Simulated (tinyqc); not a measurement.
# p-n diode, drift-diffusion by the Gummel loop with Scharfetter-Gummel fluxes: what changes with what

Abrupt junction at x = 0, p side from -Lp, n side to Ln, ohmic contacts. psi is counted from the intrinsic level; n = ni exp((psi - phin)/Vt), p = ni exp((phip - psi)/Vt). Contacts: p side psi = V - Vt ln(Na/ni), p = Na, n = ni^2/Na; n side psi = Vt ln(Nd/ni), n = Nd, p = ni^2/Nd. Constant mobilities, D = mu Vt, Boltzmann statistics, SRH recombination through a mid-gap level, U = (n p - ni^2)/(tp (n + ni) + tn (p + ni)). Current is positive from the p contact to the n contact.

Parameters, values chosen for the exercise; band and dielectric values close to those of silicon:
```
symbol,value,unit,meaning
T,300,K,temperature
Eg,1.1,eV,band gap
eps_r,11.5,,relative permittivity
Nc,2.84e19,cm^-3,conduction-band density of states at T
Nv,2.63e19,cm^-3,valence-band density of states at T
Na,9.4e17,cm^-3,acceptor density of the p side
Nd,2.4e16,cm^-3,donor density of the n side
mun,560,cm^2/(V s),electron mobility
mup,230,cm^2/(V s),hole mobility
tn,5e-8,s,SRH lifetime of electrons
tp,9e-9,s,SRH lifetime of holes
Lp,0.71,um,length of the p side
Ln,5.1,um,length of the n side
G,0,cm^-3 s^-1,uniform generation rate
```

Constants: q = 1.602176634e-19 C, kB = 1.380649e-23 J/K, Vt = kB T/q, eps0 = 8.8541878128e-14 F/cm where lengths are in cm. Results are converted to the units shown.

Each table varies one quantity; the others keep the values above.

## Current against voltage in the dark

ni = sqrt(Nc Nv) exp(-Eg/(2 Vt)), Eg in volts. Poisson and both continuity equations are solved self-consistently with Scharfetter-Gummel fluxes on a graded mesh of 500 nodes. J_scr is q times the integral of U between -xp and xn. Ideal diffusion current J_id = q ni^2 [Dn coth(wp/Le)/(Le Na) + Dp coth(wn/Lh)/(Lh Nd)] (exp(V/Vt) - 1), Le = sqrt(Dn tn), Lh = sqrt(Dp tp), wp = Lp - xp, wn = Ln - xn, with xp and xn from the depletion approximation (W = sqrt(2 eps0 eps_r (Vbi - V)(1/Na + 1/Nd)/q), xp = W Nd/(Na + Nd), xn = W Na/(Na + Nd), Vbi = Vt ln(Na Nd/ni^2)). Ideality factor = 0.004 V/(Vt ln[J(V + 0.004 V)/J(V)]). Here G = 0.

In this table G = 0 cm^-3 s^-1.

Current against voltage in the dark:
```
V (V),J (A/cm^2),ideality factor,J_scr/J (%),J_id (A/cm^2),share recombining at the contacts (%),larger minority/doping at -xp and xn
0.17,3.04e-6,1.81,98.8,3.76e-8,0.445,4.81e-10
0.23,1.09e-5,1.80,96.5,3.83e-7,1.26,4.86e-9
0.3,5.14e-5,1.68,88.8,5.74e-6,4.01,7.20e-8
0.37,2.88e-4,1.45,70.1,8.61e-5,10.7,1.06e-6
0.44,0.00222,1.21,41.9,0.00129,20.7,1.56e-5
0.51,0.0239,1.08,19.1,0.0193,28.8,2.27e-4
0.58,0.311,1.04,7.52,0.290,33.1,0.00324
0.64,2.86,1.08,3.04,2.95,36.3,0.0296
0.71,28.8,1.32,0.912,44.3,51.3,0.282
```

Read the table: what changes, and by how much?

J rises from 3.04e-6 to 28.8 A/cm^2; the ideality factor goes from 1.81 through a minimum of 1.04 (at V = 0.58 V among the rows listed) to 1.32. Recombination in the depleted layer carries over half of the current up to V = 0.37 V, where the factor is 1.45; it grows roughly as exp(V/2 Vt), so diffusion overtakes it. Where the factor is lowest (V = 0.58 V), J is 7.1 % above the ideal diffusion current. From V = 0.71 V on the minority density at an edge of the layer exceeds a tenth of the doping, and in the last row J is 35 % below the ideal value.

## Effect of the length of the p side at fixed bias

Same model as above.

In this table V = 0.38 V.

Results:
```
Lp (um),J (A/cm^2),ideality factor,J_scr/J (%),J_id (A/cm^2),share recombining at the contacts (%),larger minority/doping at -xp and xn
0.71,3.77e-4,1.41,66.4,1.27e-4,12.0,1.56e-6
1.9,3.64e-4,1.43,68.8,1.14e-4,8.84,1.56e-6
3.2,3.61e-4,1.44,69.4,1.11e-4,8.02,1.56e-6
5.2,3.60e-4,1.44,69.7,1.09e-4,7.55,1.56e-6
8.6,3.59e-4,1.44,69.9,1.08e-4,7.23,1.56e-6
14,3.58e-4,1.44,69.9,1.08e-4,7.02,1.56e-6
```

Estimate the missing row, Lp = 1.2 um.

Computed row:
```
Lp (um),J (A/cm^2),ideality factor,J_scr/J (%),J_id (A/cm^2),share recombining at the contacts (%),larger minority/doping at -xp and xn
1.2,3.69e-4,1.42,67.9,1.18e-4,9.97,1.56e-6
```

With this row back in the table: As Lp rises from 0.71 to 14, J falls from 3.77e-4 to 3.58e-4 A/cm^2, the share of the depleted layer rises from 66.4 to 69.9 % and the share lost at the contacts falls from 12.0 to 7.02 %. The exponent d ln J/d ln Lp is -0.04 between the first two rows and 0.00 between the last two. J less J_scr is 0.013 % above J_id in the last row.

Program tinyqc, `OMP_NUM_THREADS=1 python tinyqc.py 2240141 2240142 out.jsonl`; Intel Xeon 2.30GHz, shared host, one thread, about 0.2 s.
